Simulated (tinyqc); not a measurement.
From one set of inputs to another, one input at a time: atomic layer deposition: Langmuir saturation, growth per cycle and coating of deep features. Computed by tinyqc, a small Python program. Command: `OMP_NUM_THREADS=1 python tinyqc.py 3013485 3013486 out.jsonl ald ladder`. One thread of a shared host (Intel(R) Xeon(R) Processor @ 2.30GHz), about 0.03 s of CPU time with the checks.

Precursor A sticks only on free sites, so a long enough pulse saturates; co-reactant B then frees the sites again.

The inputs printed are set A. Set A is modelled on hafnium oxide from an amide and water; the values taken over come from a set modelled on aluminium oxide from trimethylaluminium and water. Inputs not listed in the table keep their values of set A, so the rows need not describe a real material.

Inputs (values chosen for the exercise, modelled on hafnium oxide from an amide and water):
```
quantity                                 value      unit
precursor mass M                           411         u
site density q                               3    1/nm^2
growth per cycle at saturation G          0.95  angstrom
sticking probability beta on free sites  0.078         -
precursor pressure p                      0.75        Pa
temperature T                              300         C
pulse time t                             0.021         s
co-reactant completion per pulse c_B       0.9         -
desorption energy E_d                     1.78        eV
purge time t_p                              17         s
aspect ratio a                              16         -
```

Feature: round hole.

Constants: u = 1.6605390666e-27 kg; k_B = 1.380649e-23 J/K; k_B = 8.617333262e-05 eV/K.

Method:
- Wall flux F = p/sqrt(2 pi M k_B T); rate of filling k_a = beta F/q; desorption k_d = 1e13 exp(-E_d/(k_B T)) per second. 1/m^2 = 1e-18/nm^2.
- Temperatures in kelvin are T(C) + 273.15.
- One cycle from coverage th0: pulse A gives th1 = th_s + (th0 - th_s) exp(-(k_a + k_d) t), th_s = k_a/(k_a + k_d); the purge leaves th2 = th1 exp(-k_d t_p); pulse B converts c_B th2 into film and leaves th3 = (1 - c_B) th2. Growth = G c_B th2.
- The periodic state has th0 = th3: th0 = (1 - c_B) e_p th_s (1 - e_a)/(1 - (1 - c_B) e_p e_a), with e_a = exp(-(k_a + k_d) t), e_p = exp(-k_d t_p).
- Share of impinging molecules used = q (th1 - th0)/(F t).
- Diffusion-limited filling (Gordon) of a round hole of diameter w: a saturation front at depth z needs dz/dt = D_K n/(z (4q/w)), with Knudsen D_K = w c/3 and F = n c/4; including the entrance and floor terms, t = (q/F)(1 + 19a/4 + 3a^2/2). Reaction-limited filling needs ln(100)/k_a at any depth, k_a = beta F/q. Flow is molecular. The front picture holds when the modulus a sqrt(beta) is well above 1.
- Depth reached by the given pulse: solve the same formula for a. Exposure = p x diffusion-limited time; 1 langmuir = 1.33322e-4 Pa s.

Each row keeps all changes above it; columns: (1) input moved; (2) from; (3) to; (4) growth per cycle (angstrom); (5) aspect ratio reached by the front in time t; (6) share of impinging molecules used:
```
(1)                                            (2)     (3)      (4)     (5)       (6)
set A                                            -       -  0.74178  2.9818  0.028573
temperature T (C)                              300     175  0.79220  3.2465  0.025873
pulse time t (s)                             0.021  0.0093  0.59367  1.7865  0.043781
sticking probability beta on free sites      0.078   0.064  0.53344  1.7865  0.039340
purge time t_p (s)                              17     1.5  0.53345  1.7865  0.039340
site density q (1/nm^2)                          3     4.5  0.41240  1.2775  0.045620
precursor pressure p (Pa)                     0.75     4.1  0.82734  4.4598  0.016741
growth per cycle at saturation G (angstrom)   0.95     1.1  0.95797  4.4598  0.016741
```

Growth per cycle goes from 0.742 to 0.958, a factor 1.29 in all. The largest single move comes from precursor pressure p (a factor 2.01), and pulse time t works against it (a factor 0.749). Aspect ratio reached by the front in time t goes from 2.98 to 4.46, a factor 1.50 in all. The largest single move comes from precursor pressure p (a factor 3.49), and pulse time t works against it (a factor 0.550). Share of impinging molecules used goes from 0.0286 to 0.0167, a factor 0.586 in all. The largest single move comes from precursor pressure p (a factor 0.367), and pulse time t works against it (a factor 1.69). The single moves hold for this order of the switches; the total does not depend on the order.

Caution (all rows): the pulse is shorter than ln(100)/k_a, so even the open surface is not saturated and the depth reached has no meaning. Caution (all rows): the depth reached is formal here: it is under 2/sqrt(beta), so no sharp front has formed.

Extremes, crossings and ranges named in words are read from the listed rows.
